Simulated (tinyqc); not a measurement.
From results back to parameters: effective work function and flat-band voltage of a metal/high-k/SiO2/Si stack with a dipole layer. Four cases, with inputs chosen for the exercise.

Problem. Three stacks with (t1, t2) = (8, 20), (30, 20) and (8, 60) angstrom have the flat-band voltages below. VFB = W0 - (chi + dEF) - 4 pi e2 [Q1 EOT + Q2 x2]/3.9 with x2 = t2 3.9/eps2, EOT = t1 + x2, e2 = e^2/4 pi eps0, 1 cm^-2 = 1e-16 angstrom^-2; W0 is the work function with the dipole step.

Constants: e^2/(4 pi eps0) = 14.39964547 eV angstrom.

Find: Q1; Q2; W0.

Method. The first two stacks differ in t1 alone and give Q1; the first and third give Q1 + Q2; W0 follows from any of them.

Case 1.

Values chosen (out of a larger set: a stack on Si capped with a titanium-like oxide; not measured data): chi = 4.05 eV (electron affinity of the channel); dEF = 0.831 eV (Ec - EF in the channel); eps = (3.9, 25.8) (their dielectric constants).

VFB (V): -0.3938427  -0.3861870  -0.4310148

Solution.

Q1 = -7.5e+10 e/cm^2
Q2 = 1.4e+12 e/cm^2
W0 = 4.503 eV

Case 2.

Values chosen (out of a larger set: a stack on Si capped with an yttrium-like oxide; not measured data): chi = 4.051 eV (electron affinity of the channel); dEF = 0.403 eV (Ec - EF in the channel); eps = (3.9, 17.5) (their dielectric constants).

VFB (V): 0.1857293  0.0530317  0.1121080

Solution.

Q1 = 1.3e+12 e/cm^2
Q2 = 4.8e+11 e/cm^2
W0 = 4.725 eV

Case 3.

Values chosen (out of a larger set: a stack on Si capped with an aluminium-like oxide; not measured data): chi = 4.058 eV (electron affinity of the channel); dEF = 0.21 eV (Ec - EF in the channel); eps = (3.9, 26.2) (their dielectric constants).

VFB (V): 0.4191233  0.4517873  0.4039289

Solution.

Q1 = -3.2e+11 e/cm^2
Q2 = 8.7e+11 e/cm^2
W0 = 4.683 eV

Case 4.

Values chosen (out of a larger set: a stack on Si capped with a lanthanum-like oxide; not measured data): chi = 4.046 eV (electron affinity of the channel); dEF = 0.8 eV (Ec - EF in the channel); eps = (3.9, 27.9) (their dielectric constants).

VFB (V): -0.8824808  -0.9049373  -0.8311139

Solution.

Q1 = 2.2e+11 e/cm^2
Q2 = -2.2e+12 e/cm^2
W0 = 3.946 eV

Computed by tinyqc, one run a case: `OMP_NUM_THREADS=1 python tinyqc.py N N+1 out.jsonl` with N = 1881138, 1881158, 1881167, 1881172; one thread of a shared Intel(R) Xeon(R) Processor @ 2.30GHz, about 0.01 s a run at most.
